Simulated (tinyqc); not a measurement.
From results back to parameters: image-charge renormalisation of a gap near a dielectric or metal. Two cases, with inputs chosen for the exercise.

Problem. A small molecule or defect in vacuum at height z above the image plane of a substrate has both its electron and hole levels stabilised by (e^2/4 pi eps0)(es - 1)/((es + 1) 4 z), so its gap shrinks by twice that. The reduced gap is given.

Constants: e^2/(4 pi eps0) = 14.39964547 eV angstrom.

Find: reduction; (es - 1)/(es + 1); z.

Method. z = (e^2/4 pi eps0)(es - 1)/((es + 1) 2 x reduction). Local and hybrid functionals miss this shift, since it is a non-local correlation effect.

Case 1.

Values chosen: E0 = 5.84 eV (quasiparticle gap far from the surface); es = 2.3 (dielectric constant of the substrate (1e4: a metal)).

gap near the surface = 5.24911 eV

Solution.

reduction = 0.5909 eV
(es - 1)/(es + 1) = 0.3939
z = 4.80 angstrom

Case 2.

Values chosen: E0 = 2.27 eV (quasiparticle gap far from the surface); es = 10000 (dielectric constant of the substrate (1e4: a metal)).

gap near the surface = 0.83032 eV

Solution.

reduction = 1.4397 eV
(es - 1)/(es + 1) = 0.9998
z = 5.00 angstrom

Computed by tinyqc, one run a case: `OMP_NUM_THREADS=1 python tinyqc.py N N+1 out.jsonl` with N = 1851274, 1851277; one thread of a shared Intel(R) Xeon(R) Processor @ 2.30GHz, about 0.01 s a run at most.
